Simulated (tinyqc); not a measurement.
Straight dislocations in isotropic elasticity: fields, energies, partials, Peierls stress and walls: one step, computed by the program tinyqc. Command: `OMP_NUM_THREADS=1 python tinyqc.py 3006184 3006185 out.jsonl disloc walk`. One thread of a shared host (Intel(R) Xeon(R) Processor @ 2.30GHz), about 0.01 s of CPU time with the checks.

The line runs along z, the glide plane is y = 0, and beta is the angle between b and the line (0 screw, 90 degrees edge): b_e = b sin(beta) along +x with the extra half plane at y > 0, b_s = b cos(beta). Stress is positive in tension.

Problem. Peierls-Nabarro core of the undissociated dislocation. Energy factor K = G [cos^2(beta) + sin^2(beta)/(1 - nu)]. Misfit energy gamma(u) = (gamma_us/2)(1 - cos(2 pi u/b)), so the largest restoring stress is tau_max = pi gamma_us/b; u(x) = b/2 + (b/pi) arctan(x/zeta), zeta = K b/(4 pi tau_max). Summing the misfit energy over atomic rows a' apart gives, for a wide core, W_P = (K b^2/pi) exp(-2 pi zeta/a') and sigma_P = (K b/a') exp(-2 pi zeta/a'); a' = b/2 for edge and 30-degree lines, b sqrt(3)/2 for screw and 60-degree lines.

Inputs (values chosen for the exercise, for a model fcc or diamond crystal): Burgers vector b = 3.981 angstrom; unstable fault energy gamma_us = 2110 mJ/m^2.

Character: 30-degree.

energy factor K = 56.72474 GPa

Constants: 1 eV/angstrom^3 = 160.2176634 GPa.

Give: tau_max; half width zeta; row spacing a'; Peierls barrier W_P; Peierls stress sigma_P.

Solution.

tau_max = 16.65 GPa

half width zeta = 1.079 angstrom

row spacing a' = 1.9905 angstrom

Peierls barrier W_P = 592.1 meV/nm

Peierls stress sigma_P = 3761 MPa
